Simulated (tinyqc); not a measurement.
Hubbard chain of 5 sites, step by step. One step of it, computed by the program tinyqc.

Problem. Mean-field iteration 2. H(up) = T + U n(down), H(down) = T + U n(up); fill the lowest levels; n(new) = n + mixing (n(out) - n); E = tr T (rho up + rho down) + U sum n_up n_down of the output.

one-body matrix (hopping and site energies) (eV):
```
           1          2          3          4          5
1  -0.330000  -1.250000   0.000000   0.000000   0.000000
2  -1.250000   0.470000  -1.250000   0.000000   0.000000
3   0.000000  -1.250000  -0.540000  -1.250000   0.000000
4   0.000000   0.000000  -1.250000  -0.690000  -1.250000
5   0.000000   0.000000   0.000000  -1.250000  -0.520000
```

U = 9.600000 eV

electrons, up and down: 3  2

mixing = 1

n(up) after iteration 1: 1 0.728495, 2 0.374476, 3 0.699468, 4 0.523115, 5 0.674445

n(down) after iteration 1: 1 0.362307, 2 0.370522, 3 0.387703, 4 0.522381, 5 0.357086

Give: levels, up; levels, down; energy; n(up) after iteration 2; n(down) after iteration 2.

Solution.

levels, up (eV): 1.421  2.216  3.088  4.976  5.890

levels, down (eV): 2.810  3.612  6.174  6.961  7.633

energy = 0.856 eV

n(up) after iteration 2: 1 0.767, 2 0.365, 3 0.736, 4 0.312, 5 0.820

n(down) after iteration 2: 1 0.106, 2 0.792, 3 0.196, 4 0.734, 5 0.172
